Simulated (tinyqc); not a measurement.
A chain with two barriers and dephasing by Buettiker voltage probes: one step of the calculation.

Sites 1 to 6 form a chain with hopping -t. Lead L joins site 1 and lead R site 6, both semi-infinite chains with hopping -t and site energy 0. Every site carries a probe with self-energy -i Gamma_p/2 that draws no net current. Linear response at zero temperature: mu_L = 1, mu_R = 0 in units of the bias.

Question. Probe potentials and effective transmission. No current into probe p: W mu = T_pL with W_pp = T_pL + T_pR + sum_q T_pq and W_pq = -T_pq. Then T_eff = T_RL + sum_p T_pR mu_p, and the resistance is (h/2q^2)/T_eff.

Constants: q = 1.602176634e-19 C, h = 6.62607015e-34 J s. Results are converted to the units shown.

T_RL = 0.018165904

| probe | T_pL | T_pR |
|---|---|---|
| 1 | 0.14665387 | 0.00748513 |
| 2 | 0.09192846 | 0.05862817 |
| 3 | 0.08854117 | 0.02104873 |
| 4 | 0.02178541 | 0.08433225 |
| 5 | 0.06235576 | 0.08746041 |
| 6 | 0.00748513 | 0.14052431 |

T_pq:

|  | 1 | 2 | 3 | 4 | 5 | 6 |
|---|---|---|---|---|---|---|
| 1 | 0.00000000 | 0.03787846 | 0.03648275 | 0.00897652 | 0.02569324 | 0.00308419 |
| 2 | 0.03787846 | 0.00000000 | 0.28575548 | 0.07030967 | 0.20124538 | 0.02415732 |
| 3 | 0.03648275 | 0.28575548 | 0.00000000 | 0.02524263 | 0.07225127 | 0.00867298 |
| 4 | 0.00897652 | 0.07030967 | 0.02524263 | 0.00000000 | 0.28947646 | 0.03474850 |
| 5 | 0.02569324 | 0.20124538 | 0.07225127 | 0.28947646 | 0.00000000 | 0.03603743 |
| 6 | 0.00308419 | 0.02415732 | 0.00867298 | 0.03474850 | 0.03603743 | 0.00000000 |

Give: W; mu_p; T_eff; resistance.

Answer.

W:

|  | 1 | 2 | 3 | 4 | 5 | 6 |
|---|---|---|---|---|---|---|
| 1 | 0.2663 | -0.0379 | -0.0365 | -0.0090 | -0.0257 | -0.0031 |
| 2 | -0.0379 | 0.7699 | -0.2858 | -0.0703 | -0.2012 | -0.0242 |
| 3 | -0.0365 | -0.2858 | 0.5380 | -0.0252 | -0.0723 | -0.0087 |
| 4 | -0.0090 | -0.0703 | -0.0252 | 0.5349 | -0.2895 | -0.0347 |
| 5 | -0.0257 | -0.2012 | -0.0723 | -0.2895 | 0.7745 | -0.0360 |
| 6 | -0.0031 | -0.0242 | -0.0087 | -0.0347 | -0.0360 | 0.2547 |

| probe | mu_p |
|---|---|
| 1 | 0.7736 |
| 2 | 0.5494 |
| 3 | 0.5964 |
| 4 | 0.4265 |
| 5 | 0.4750 |
| 6 | 0.2366 |

T_eff = 0.1795
resistance = 71.91 kohm

tinyqc, about 0.01 s, one thread, Intel Xeon 2.30GHz (shared host): `OMP_NUM_THREADS=1 python tinyqc.py 2700005 2700006 out.jsonl`
